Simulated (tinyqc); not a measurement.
Silicon n-p-n transistor, Gummel numbers and transit times: one step of the calculation.

One-dimensional n-p-n transistor in the forward active mode at low injection. In the base p(x) = NB exp(-eta x/wb) and ni(x)^2 = ni^2 exp((g0 + g1 x/wb)/Vt); electrons leave the base at vsat; band spikes at the emitter junction and recombination inside the emitter are ignored.

Task. Gain, Early voltage and collector delay. ni = sqrt(Nc Nv) exp(-Eg/(2 Vt)), Eg in volts; GE = NE exp(-gE/Vt)(we/Dp + 1/Se); JC = J0 exp(VBE/Vt), J0 = q ni^2/GB; gain limited by back injection GE/GB, by base recombination tb/tauB, together 1/beta = the sum of the inverses; collector layer one-sided, Wc = sqrt(2 eps0 eps_r (Vbc + VCB)/(q NC)), Vbc = Vt ln(p(wb) NC/ni^2), Cjc = eps0 eps_r/Wc; Early voltage VA = GB q p(wb)/(f(wb) Cjc [1/Dn - (eta + g1/Vt)/(wb vsat)]), f(wb) = p(wb) exp(-(g0 + g1)/Vt), p(wb) = NB exp(-eta); tauC = Wc/(2 vsat).

Inputs (values chosen for the exercise); band and dielectric values close to those of silicon: temperature T = 250 K; band gap Eg = 1.1 eV; relative permittivity eps_r = 11.6; conduction-band density of states at T Nc = 2.14e19 cm^-3; valence-band density of states at T Nv = 2.02e19 cm^-3; saturation velocity vsat = 9.99e6 cm/s; neutral base width wb = 160 nm; base doping at the emitter edge NB = 1.9e17 cm^-3; doping falls as exp(-eta x/wb) eta = 0; gap reduction at the emitter edge of the base g0 = 0 eV; further gap reduction across the base (linear) g1 = 0 eV; electron diffusion coefficient in the base Dn = 9.9 cm^2/s; emitter doping NE = 1.6e20 cm^-3; gap reduction in the emitter (negative: wider gap) gE = 0.101 eV; neutral emitter width we = 110 nm; hole diffusion coefficient in the emitter Dp = 2.5 cm^2/s; recombination velocity at the emitter contact Se = 6e5 cm/s; electron lifetime in the base tb = 6e-8 s; collector doping NC = 5.3e15 cm^-3; collector-base reverse bias VCB = 1.7 V.

Constants: q = 1.602176634e-19 C, kB = 1.380649e-23 J/K, Vt = kB T/q, eps0 = 8.8541878128e-14 F/cm where lengths are in cm. Results are converted to the units shown.

GB = 3.2608973e11 s/cm^4
tauB = 14.530895 ps

Wanted: ni; GE; J0; GE/GB; tb/tauB; beta; Wc; Cjc; VA; tauC.

Result.

ni = 1.700e8 cm^-3
GE = 8.933e12 s/cm^4
J0 = 1.419e-14 A/cm^2
GE/GB = 27.39
tb/tauB = 4129
beta = 27.21
Wc = 780.9 nm
Cjc = 0.1315 fF/um^2
VA = 39.32 V
tauC = 3.908 ps

The gain is limited more by back injection into the emitter. beta VA = 1070 V.

Range of the model: Heavy doping makes emitter or base degenerate; gE and g0 are to be read as apparent gap changes that include this.

Computed by the program tinyqc: `OMP_NUM_THREADS=1 python tinyqc.py 2320066 2320067 out.jsonl`, one thread of a shared Intel Xeon 2.30GHz, about 0.01 s for the whole run.
